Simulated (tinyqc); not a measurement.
What moves the results: standing waves and exposure in a photoresist film. A value that a table varies takes the place of the one given here.

Normal incidence from air. Unexposed resist: N1 = n1 + i k1 with k1 = (A + B) lam/(4 pi), lam in micrometres. r01 = (1 - N1)/(1 + N1), t01 = 2/(1 + N1). Substrate Ns = ns + i ks: r12 = (N1 - Ns)/(N1 + Ns). With p = exp(2 pi i N1 d/lam), the field at depth z is E(z) = t01 [exp(2 pi i N1 z/lam) + r12 p^2 exp(-2 pi i N1 z/lam)]/(1 + r01 r12 p^2), the relative intensity I(z) = n1 |E(z)|^2 and the reflectance R = |(r01 + r12 p^2)/(1 + r01 r12 p^2)|^2.

Inputs chosen for the exercise (a resist on Cu, indices near tabulated ones; the results hold for these values, not for the real material): lam = 365 nm (vacuum wavelength); n1 = 1.717 (resist index); A = 0.76 1/micrometre (bleachable absorption (Dill A)); B = 0.08 1/micrometre (fixed absorption (Dill B)); d = 841 nm (resist thickness); ns = 1.258 (substrate n); ks = 1.961 (substrate k).

## Swing of the coupled dose with resist thickness

The mean of I is taken over 800 depths; the relative dose to clear is taken as 1/(mean of I over the lowest period, 60 depths), scaled to 1 in the first row.

Swing:

| d (nm) | R | mean I | relative dose |
|---|---|---|---|
| 841.0 | 0.2340 | 0.6914 | 1.000 |
| 858.7 | 0.1289 | 0.7762 | 0.892 |
| 876.4 | 0.0134 | 0.8720 | 0.805 |
| 894.1 | 0.0302 | 0.8513 | 0.840 |
| 911.9 | 0.1486 | 0.7403 | 0.976 |
| 929.6 | 0.2284 | 0.6621 | 1.090 |
| 947.3 | 0.2161 | 0.6631 | 1.083 |
| 965.0 | 0.1179 | 0.7374 | 0.976 |
| 982.7 | 0.0125 | 0.8189 | 0.891 |
| 1000.4 | 0.0281 | 0.8004 | 0.927 |
| 1018.2 | 0.1370 | 0.7042 | 1.065 |
| 1035.9 | 0.2119 | 0.6354 | 1.180 |
| 1053.6 | 0.2003 | 0.6366 | 1.174 |

The period is 106.3 nm, six rows. The relative dose swings between 0.805 and 1.180, a ratio (max - min)/mean of 0.378, against the estimate 4 sqrt(|r01|^2 |r12|^2) exp(-(A + B) d) = 0.290 for the oscillating part alone; the ratio from the table also holds the slow rise from absorption, 17.4 % over two periods, so the two are not strictly comparable. The dose is least sensitive to thickness at an extremum; the lowest dose listed is at 876.4 nm.

## What moves the exposure

The mean of I is over 800 depths. Each row changes one parameter from the base and keeps the others.

Results:

| case | \|r12\|^2 | R | mean I | I at the bottom |
|---|---|---|---|---|
| base | 0.3096 | 0.2340 | 0.6914 | 0.3788 |
| d = 851 nm | 0.3096 | 0.1834 | 0.7313 | 0.4011 |
| n1 = 1.734 | 0.3084 | 0.1965 | 0.7235 | 0.4030 |
| B = 0.28 1/micrometre | 0.3073 | 0.2020 | 0.6399 | 0.3253 |
| ks = 1.765 | 0.2689 | 0.2155 | 0.6880 | 0.4075 |
| ns = 1.384 | 0.2848 | 0.2278 | 0.6849 | 0.3578 |

The largest shifts from the base row, up to three for each result and ties (the steps differ in size, so this ranks the rows, not the parameters). |r12|^2: ks -0.0408, ns -0.0248, B -0.0023; unchanged at the printed digits by d. R: d -0.0507, n1 -0.0375, B -0.0321. mean I: B -0.0515, d +0.0400, n1 +0.0322. I at the bottom: B -0.0535, ks +0.0286, n1 +0.0241.

Program tinyqc; command `OMP_NUM_THREADS=1 python tinyqc.py 1651922 1651923 out.jsonl`; about 0.01 s on one thread of a shared Intel(R) Xeon(R) Processor @ 2.30GHz.
